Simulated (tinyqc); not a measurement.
Zero-field barrier from two thresholds.

Question. The photoemission threshold over an interface barrier is Phi = P0 - sqrt(q F/(4 pi eps0 ei)). Find P0 and ei.

Constants: q = 1.602176634e-19 C, eps0 = 8.8541878128e-14 F/cm where lengths are in cm. Results are converted to the units shown.

thresholds at F = 0.5 and 3.7 MV/cm (eV): [2.6770040, 2.3621970]

Solution. Phi is linear in sqrt(F): the intercept is P0 and the slope gives ei.

P0 = 2.86 eV
ei = 2.15

tinyqc, about 0.01 s, one thread, Intel Xeon 2.30GHz (shared host): `OMP_NUM_THREADS=1 python tinyqc.py 2410146 2410147 out.jsonl`
